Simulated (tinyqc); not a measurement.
# Rectangular fin or nanosheet with a gate all round, subbands and threshold shift from confinement: effects of single changes

Undoped body with a flat potential across it, hard walls, transport along x. Three valley pairs (g = 2 each) with the longitudinal mass along x, y or z. Non-parabolicity enters the subband edges through E (1 + al E) = gamma, so E = 2 gamma/(1 + sqrt(1 + 4 al gamma)); motion within a subband is taken as parabolic with the band-edge mass. Energies are counted from the bulk band edge.

Values chosen for this exercise; masses close to those of silicon: temperature T = 400 K; longitudinal mass ml = 0.906 m0; transverse mass mt = 0.188 m0; non-parabolicity al = 0 1/eV; width (along y) t = 6.2 nm; widening of the box by penetration into the insulator dl = 0.3 nm; gate capacitance per area of interface Cg = 3.5 uF/cm^2; height (along z) H = 37.2 nm.

Constants: q = 1.602176634e-19 C, kB = 1.380649e-23 J/K, hbar = 1.054571817e-34 J s, m0 = 9.1093837015e-31 kg, Vt = kB T/q, hbar^2/(2 m0) = 0.0380998212 eV nm^2. Results are converted to the units shown.

Each table varies one quantity; the others keep the values above.

## Confinement against the height

gamma = C pi^2 [a^2/(my (t + dl)^2) + b^2/(mz (H + dl)^2)], C = hbar^2/(2 m0). Each subband has N_k = g sqrt(2 mx m0 kB T/(pi hbar^2)); without degeneracy n = exp(EF/Vt) sum N_k exp(-E_k/Vt). Classical value Nc times t H, Nc = sum over valleys of 2 g (m m0 kB T/(2 pi hbar^2))^1.5 with m = (mx my mz)^(1/3). Threshold shift dVT = Vt ln(classical value/sum N_k exp(-E_k/Vt)). With degeneracy n = sum N_k F((EF - E_k)/Vt), F(x) = (1/sqrt(pi)) int_0^infinity u^(-1/2) du/(1 + exp(u - x)); gate: Vg = EF + q n/(Cg P), P = 2 (t + H), summed over the 60 lowest subbands at most, with Vg counted from the value that would put EF at the bulk band edge of an empty body. The last two columns are for Vg = 0.7 V; sensitivity d(dVT)/dH by central differences between 0.99 and 1.01 times the value.

Confinement against the height:

| H (nm) | E_1 (meV) | gap to the next edge (meV) | dVT (mV) | sensitivity (mV/nm) | n/P (cm^-2) | share of the lowest subband (%) |
|---|---|---|---|---|---|---|
| 3.7 | 73.28 | 61.55 | 83.74 | -19.19 | 1.188e13 | 32.21 |
| 5.2 | 61.06 | 14.88 | 61.19 | -10.69 | 1.269e13 | 21.36 |
| 7.3 | 44.45 | 10.07 | 46.94 | -4.149 | 1.315e13 | 16.70 |
| 10 | 28.68 | 22.58 | 39.58 | -1.792 | 1.346e13 | 13.78 |
| 14 | 19.60 | 29.34 | 34.81 | -0.7961 | 1.370e13 | 10.65 |
| 20 | 14.68 | 14.56 | 31.62 | -0.3556 | 1.388e13 | 7.830 |
| 28 | 12.32 | 7.492 | 29.64 | -0.1713 | 1.400e13 | 5.772 |
| 40 | 11.06 | 3.695 | 28.23 | -0.08059 | 1.407e13 | 4.168 |

Read the table: what changes, and by how much?

As H grows from 3.7 to 40 nm, E_1 falls from 73.3 to 11.1 meV and dVT falls from 83.7 to 28.2 mV. E_1 goes as H^(-0.54) at the thin end; an error of 0.2 nm moves the threshold by 3.8 mV in the first row and 0.016 mV in the last. The charge per interface area rises from 1.19e13 to 1.41e13 cm^-2. In every row the charge in the last two columns would bend the potential across the body noticeably, which is left out.

## Charge and subband filling against gate voltage

Same model as above.

Each subband has N_k = g sqrt(2 mx m0 kB T/(pi hbar^2)). Cq = q dn/dEF.

Charge and subband filling against gate voltage:

| Vg (V) | EF - E_1 (eV) | n (cm^-1) | n/P (cm^-2) | share of the lowest subband (%) | Cq/(Cg P) | total C/(Cg P) |
|---|---|---|---|---|---|---|
| -0.14 | -0.1546 | 6.418e5 | 7.394e10 | 8.104 | 0.09788 | 0.08916 |
| -0.02 | -0.06973 | 7.297e6 | 8.407e11 | 7.722 | 1.079 | 0.5190 |
| 0.11 | -0.02641 | 2.373e7 | 2.734e12 | 6.930 | 3.271 | 0.7659 |
| 0.23 | -0.003678 | 4.218e7 | 4.859e12 | 6.234 | 5.414 | 0.8441 |
| 0.36 | 0.01376 | 6.352e7 | 7.318e12 | 5.605 | 7.561 | 0.8832 |
| 0.48 | 0.02648 | 8.386e7 | 9.662e12 | 5.129 | 9.331 | 0.9032 |
| 0.61 | 0.03811 | 1.063e8 | 1.225e13 | 4.702 | 11.02 | 0.9168 |
| 0.73 | 0.04756 | 1.273e8 | 1.466e13 | 4.374 | 12.39 | 0.9253 |
| 0.86 | 0.05682 | 1.502e8 | 1.730e13 | 4.073 | 13.68 | 0.9319 |

Read the table: what changes, and by how much?

EF passes E_1 = 0.0112 eV at Vg = 0.254 V. The share of the lowest subband falls from 8.10 to 4.07 % and the total capacitance rises from 0.0892 to 0.932 of Cg P. In the last row 7.1 % of an added gate voltage goes into raising EF (from the last two rows). For Vg = -0.02, 0.11, 0.23, 0.36, 0.48, 0.61, 0.73, 0.86 the charge would bend the potential across the body noticeably, which is left out.

tinyqc, about 0.2 s, one thread, Intel Xeon 2.30GHz (shared host): `OMP_NUM_THREADS=1 python tinyqc.py 2350084 2350085 out.jsonl`
